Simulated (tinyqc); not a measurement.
What each parameter does: delta-doped layer in the Thomas-Fermi potential.

All donors ionised in the plane z = 0, zero temperature, energies from the Fermi level EF of the Thomas-Fermi model, which lies at the bulk band edge; c = hbar^2/2m0, q = e^2/(4 pi eps0). gv = 1 equivalent valley, m_d = sqrt(m3^3/mz) in the plane. With n = (gv/3 pi^2)(m3 (-V)/c)^(3/2) and V'' = -(4 pi q/eps) n for z > 0, the solution is V = -b/(|z| + z0)^4 with sqrt(b) = 20/K, K = (4 pi q/eps)(gv/3 pi^2)(m3/c)^(3/2), and z0^5 = 4b/(e F0), e F0 = 2 pi q N/eps; 1e13/cm^2 = 1e-3/angstrom^2. Exchange and correlation are left out.

Subbands solve -(c/m_z) psi'' + V psi = E psi on 1280 points of spacing z0/80; up to ten levels for each group, kept if bound with an rms width below 2.5 z0.

Constants: hbar^2/2m0 = 3.80998211 eV angstrom^2; e^2/(4 pi eps0) = 14.39964547 eV angstrom.

Parameters, chosen for this exercise (near those of a delta-doped layer in GaAs; the results hold for these values, not for the real material): m3 = 0.067 m0 (density-of-states mass of a valley); mz = 0.067 m0 (mass along z); eps = 13.3 (dielectric constant); N = 0.1 x 1e13/cm^2 (donor sheet density).

z0, depth, lowest level and its rms width. Each row changes one parameter from the base and keeps the others.

Results:
```
case                  z0 (angstrom)  depth (eV)  lowest (eV)  rms z (angstrom)
base                         289.92      0.0493      -0.0263             52.51
N = 0.16 x 1e13/cm^2         263.91      0.0718      -0.0398             43.94
eps = 12                     272.57      0.0514      -0.0269             51.25
m3 = 0.077 m0                266.71      0.0454      -0.0229             54.18
mz = 0.057 m0                289.92      0.0493      -0.0254             56.53
```

The largest shifts from the base row, up to three for each result and ties (the steps differ in size, so this ranks the rows, not the parameters). z0 (angstrom): N -26.01, m3 -23.22, eps -17.35; unchanged at the printed digits by mz. depth (eV): N +0.0225, m3 -0.0039, eps +0.0021; unchanged at the printed digits by mz. lowest (eV): N -0.0135, m3 +0.0034, mz +0.0009. rms z (angstrom): N -8.58, mz +4.02, m3 +1.67.

Program tinyqc; command `OMP_NUM_THREADS=1 python tinyqc.py 1251104 1251105 out.jsonl`; about 0.07 s on one thread of a shared Intel(R) Xeon(R) Processor @ 2.30GHz.
